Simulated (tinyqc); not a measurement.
Rapid thermal processing of a wafer: radiative balance, ramp and cooling, pattern effects, pyrometer error and spike budget: one step, computed by the program tinyqc. Command: `OMP_NUM_THREADS=1 python tinyqc.py 3112683 3112684 out.jsonl rtp walk`. One thread of a shared host (Intel(R) Xeon(R) Processor @ 2.30GHz), about 0.04 s of CPU time with the checks.

The wafer is opaque and uniform through its thickness unless said otherwise; temperatures in formulas are in kelvin (C + 273.15). sigma = 5.670374419e-12 W/(cm^2 K^4).

Problem. Power to hold and to ramp. Effective emissivity between parallel grey plates: eps_eff = 1/(1/eps + 1/(1 - r) - 1). Loss per area q(T) = 2 eps_eff sigma (T^4 - T_w^4) + h (T - T_w). Absorbed power during a ramp = q(T) + C d x ramp rate; thermal time constant tau = C d/(dq/dT), dq/dT = 8 eps_eff sigma T^3 + h; natural cooling rate q/(C d); front-to-back difference under one-sided heating at the end of the ramp = (absorbed power) d/(2 k).

Inputs (values chosen for the exercise, modelled on a hot silicon wafer): wafer thickness d = 625 micrometre; heat capacity per volume C = 2.2 J/(cm^3 K); thermal conductivity k = 0.29 W/(cm K); emissivity eps of each face = 0.61; reflectivity of the chamber walls r = 0.52; gas heat-transfer coefficient h, both faces together = 6.8 mW/(cm^2 K); wall temperature T_w = 350 K; process temperature = 1030 C; ramp rate = 28 K/s.

Give: eps_eff; holding power q; power at the end of the ramp; dq/dT; time constant tau; natural cooling rate; front-to-back difference.

Solution.

eps_eff = 0.3673

holding power q = 18.43 W/cm^2

power at the end of the ramp = 22.28 W/cm^2

dq/dT = 43.67 mW/(cm^2 K)

time constant tau = 3.149 s

natural cooling rate = 134.0 K/s

front-to-back difference = 2.401 K

Radiation carries 65 % of the loss. The ramp needs 1.2 times the holding power.
